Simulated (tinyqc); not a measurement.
Comparisons within one model: shallow acceptor in the spherical four-band model. A value that a table varies takes the place of the one given here.

The ground state 1S3/2 has an L = 0 part f(r) and an L = 2 part g(r). In units of Ry* and a*, with Gaussians f_i = exp(-a_i r^2), g_i = r^2 exp(-a_i r^2), A = a_i + a_j and I(n) = Gamma((n + 1)/2)/(2 A^((n + 1)/2)): S_ff = I(2), S_gg = I(6), H_ff = (6 a_i a_j/A) I(2) - 2 I(1), H_gg = (14 a_i a_j/A) I(6) - 2 I(5), H_fg = -mu [15 I(2) - 20 a_j I(4) + 4 a_j^2 I(6)]; each function is then normalised. The split-off band is left out.

Converged values use 22 exponents 2.2^i, i = -7 to 14, for f and for g.

Units Ry* = Ry/(g1 eps^2) and a* = a0 eps g1; mu = (6 g3 + 4 g2)/(5 g1) is the spherical heavy-light coupling and delta = (g3 - g2)/g1 the cubic term, which is left out.

Constants: Ry = 13.60569312 eV; a0 (Bohr radius) = 0.5291772105 angstrom.

Inputs chosen for the exercise (near those of a shallow acceptor in Ge; not measured data):

| symbol | value | unit | meaning |
|---|---|---|---|
| mus | (0.16, 0.28, 0.43, 0.59, 0.76, 0.81, 0.9) |  | couplings |
| rc | 1.9 | angstrom | radius of the central cell |
| Vs | (2, 0, -0.5, -1.5, -2.5, -3.5) | eV | central-cell strengths |
| g1 | 13.32 |  | Luttinger gamma1 |
| g2 | 4.26 |  | gamma2 |
| g3 | 5.68 |  | gamma3 |
| eps | 16.2 |  | dielectric constant |

## Strength of the heavy-light coupling

Ry* = 3.8921 meV

Converged values in Ry* and a*; the heavy-mass hydrogen model gives 1/(1 - mu).

Results:

| mu | binding (Ry*) | 1/(1 - mu) | ratio | L = 2 weight | <r> (a*) | binding (meV) |
|---|---|---|---|---|---|---|
| 0.16 | 1.024 | 1.190 | 0.860 | 0.011 | 1.471 | 4.0 |
| 0.28 | 1.076 | 1.389 | 0.775 | 0.034 | 1.410 | 4.2 |
| 0.43 | 1.203 | 1.754 | 0.686 | 0.080 | 1.282 | 4.7 |
| 0.59 | 1.478 | 2.439 | 0.606 | 0.155 | 1.072 | 5.8 |
| 0.76 | 2.217 | 4.167 | 0.532 | 0.267 | 0.744 | 8.6 |
| 0.81 | 2.695 | 5.263 | 0.512 | 0.307 | 0.621 | 10.5 |
| 0.90 | 4.768 | 10.000 | 0.477 | 0.388 | 0.363 | 18.6 |

The binding starts as 1 + O(mu^2), 1.024 at mu = 0.16, since the coupling enters in second order, and reaches 4.77 at mu = 0.90. The ratio to the heavy-mass model falls from 0.86 to 0.48, towards about 0.44 as mu goes to 1: the bound hole is only partly heavy. The L = 2 weight grows to 0.39 and the radius shrinks by a factor 4.1.

## Central-cell correction

mu = 0.76757
a* = 114.188 angstrom

A short-range term V exp(-r^2/rc^2) is added (negative: attracts the hole); its elements are V S (A/(A + 1/rc^2))^(3/2) for f and ^(7/2) for g, in the same units.

Results:

| V (eV) | 1S binding (meV) | 2S binding (meV) | <r> (angstrom) | L = 2 weight |
|---|---|---|---|---|
| 2.0 | 8.7 | 2.61 | 84.6 | 0.272 |
| 0.0 | 8.9 | 2.63 | 82.9 | 0.272 |
| -0.5 | 8.9 | 2.64 | 82.4 | 0.273 |
| -1.5 | 9.0 | 2.66 | 81.3 | 0.273 |
| -2.5 | 9.2 | 2.68 | 79.9 | 0.274 |
| -3.5 | 9.4 | 2.70 | 78.4 | 0.275 |

From V = 0 to -3.5 eV the 1S binding grows by 0.5 meV (6 %) and the 2S binding by 0.07 meV, so the chemical shift sits mainly in the ground state. A repulsion of 2 eV removes 0.2 meV. The slope is 0.19 meV per eV over the last step against 0.09 on the repulsive side, since attraction pulls the state into the cell; over this range the level stays shallow.

## What each parameter does

Converged values. Each row changes one parameter from the base and keeps the others.

Results:

| case | mu | Ry* (meV) | binding (meV) | <r> (angstrom) |
|---|---|---|---|---|
| base | 0.768 | 3.89 | 8.86 | 82.9 |
| g1 = 14.39 | 0.710 | 3.60 | 6.88 | 105.1 |
| g2 = 3.62 | 0.729 | 3.89 | 7.83 | 92.8 |
| g3 = 5.23 | 0.727 | 3.89 | 7.78 | 93.3 |
| eps = 17.5 | 0.768 | 3.34 | 7.59 | 89.5 |

The largest shifts from the base row, up to three for each result and ties (the steps differ in size, so this ranks the rows, not the parameters). mu: g1 -0.057, g3 -0.041, g2 -0.038; unchanged at the printed digits by eps. Ry* (meV): eps -0.56, g1 -0.29; unchanged at the printed digits by g2 and g3. binding (meV): g1 -1.98, eps -1.27, g3 -1.08. <r> (angstrom): g1 +22.2, g3 +10.4, g2 +9.9. g1 acts twice: it lowers Ry* and it lowers mu.

Run: tinyqc, `OMP_NUM_THREADS=1 python tinyqc.py 1280442 1280443 out.jsonl`; Intel(R) Xeon(R) Processor @ 2.30GHz, one thread, shared host; about 0.04 s of CPU time with all checks.
